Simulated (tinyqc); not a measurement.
Capacitance of parallel on-chip lines from Laplace's equation on a mesh: one step of the calculation.

Cross-section of an endless row of equal lines between two grounded planes; neighbours are driven in antiphase (+1 V and -1 V), so the plane midway between two lines is at 0 V. By symmetry one quarter is solved: x runs from the centre of a line (column 0, mirror) to that midplane (column 5, 0 V), y from the mid-height of the line (row 0, mirror) to the ground plane (row 4, 0 V). The line fills columns 0 to 2 and rows 0 to 2 at 1 V. Cells beside the line (below row 2) have e2, cells above have e1. Each link between nodes has the conductance g = mean permittivity of the two cells beside it (a cell beyond a mirror counts as 0), and the free nodes obey sum g (V_neighbour - V) = 0.

Problem. Capacitance per length. C = 4 eps0 sum g (difference of V)^2 over all links (twice the energy of the four quarters, line at 1 V). Plate estimate without fringing: eps0 [2 e1 w/hd + 2 e2 t/(s/2)], w = 4 hx, t = 4 hx, s/2 = 3 hx, hd = 2 hx.

Inputs (values chosen for the exercise): relative permittivity above and below the lines e1 = 3.9; relative permittivity between the lines e2 = 2.4.

Constants: eps0 = 8.8541878128e-12 F/m. Results are converted to the units shown.

converged V (V):
```
           col 0      col 1      col 2      col 3      col 4      col 5
row 0  1.0000000  1.0000000  1.0000000  0.6237870  0.2946640  0.0000000
row 1  1.0000000  1.0000000  1.0000000  0.6002420  0.2774345  0.0000000
row 2  1.0000000  1.0000000  1.0000000  0.4997466  0.2148319  0.0000000
row 3  0.4909222  0.4818443  0.4364551  0.2639759  0.1197020  0.0000000
row 4  0.0000000  0.0000000  0.0000000  0.0000000  0.0000000  0.0000000
```

gx:
```
       col 0  col 1  col 2  col 3  col 4
row 0    1.2    1.2    1.2    1.2    1.2
row 1    2.4    2.4    2.4    2.4    2.4
row 2   3.15   3.15   3.15   3.15   3.15
row 3    3.9    3.9    3.9    3.9    3.9
row 4   1.95   1.95   1.95   1.95   1.95
```

gy:
```
       col 0  col 1  col 2  col 3  col 4  col 5
row 0    1.2    2.4    2.4    2.4    2.4    1.2
row 1    1.2    2.4    2.4    2.4    2.4    1.2
row 2   1.95    3.9    3.9    3.9    3.9   1.95
row 3   1.95    3.9    3.9    3.9    3.9   1.95
```

Wanted: C; plate estimate.

Solution.

C = 290.35 aF/um
plate estimate = 194.79 aF/um

Computed by the program tinyqc: `OMP_NUM_THREADS=1 python tinyqc.py 2790158 2790159 out.jsonl`, one thread of a shared Intel Xeon 2.30GHz, about 0.8 s for the whole run.
